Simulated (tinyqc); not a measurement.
Gate-all-around wire with two subbands, quantum capacitance: course of the iteration.

phi is the Fermi level above the lowest subband edge, in volts; Vg is counted from the gate voltage at which an empty wire would have phi = 0. Both directions of motion are filled (equilibrium).

Start: phi = 0.01 V.

N1 = gv sqrt(2 md m0 kB T/(pi hbar^2)); n1 = N1 F(phi/Vt), n2 = g2 N1 F((phi - E2)/Vt), n = n1 + n2, F(e) = (1/sqrt(pi)) int_0^infinity u^(-1/2) du/(1 + exp(u - e)); Cq = q dn/dphi = (q N1/Vt) [F'(phi/Vt) + g2 F'((phi - E2)/Vt)]. Substitution: phi(new) = Vg - q (n)/Cox.

Stop when the step is below 1e-10 V, or after 40 iterations.

Inputs (values chosen for the exercise):
- T = 150 K (temperature)
- md = 0.24 m0 (mass along the wire)
- gv = 1 (valley degeneracy)
- E2 = 0.08 eV (second subband above the first)
- g2 = 2 (orbital degeneracy of the second subband)
- Vg = 0.31 V (gate voltage)

Constants: q = 1.602176634e-19 C, kB = 1.380649e-23 J/K, hbar = 1.054571817e-34 J s, m0 = 9.1093837015e-31 kg, Vt = kB T/q. Results are converted to the units shown.

Cox = 17.4669 pF/cm

Course of the iteration:
```
iteration  phi before the step (V)  step (V)
1                             0.01     0.286
2                         0.296185    -0.202
3                        0.0942145     0.140
4                         0.233755    -0.109
5                         0.124638    0.0745
6                         0.199117   -0.0550
7                         0.144073    0.0378
8                         0.181867   -0.0271
9                         0.154755    0.0188
...                            ...       ...
32                        0.165643  -5.33e-6
33                        0.165638   3.73e-6
34                        0.165642  -2.62e-6
35                        0.165639   1.83e-6
36                        0.165641  -1.28e-6
37                        0.165640   9.01e-7
38                        0.165641  -6.31e-7
39                        0.165640   4.42e-7
40                        0.165640  -3.10e-7
```

Did this iteration meet its convergence test, and what does its course show?

No. Not converged within 40 iterations: the residual falls steadily but slowly, by a factor of about 0.70 a step over the last four steps (counting the size of the step as the residual). At the solution the slope of the map is -(Cq)/Cox = -0.70; its size is below 1, so substitution contracts. A rerun with Newton steps converges in 5 iterations.

tinyqc, about 0.01 s, one thread, Intel Xeon 2.30GHz (shared host): `OMP_NUM_THREADS=1 python tinyqc.py 2200049 2200050 out.jsonl`
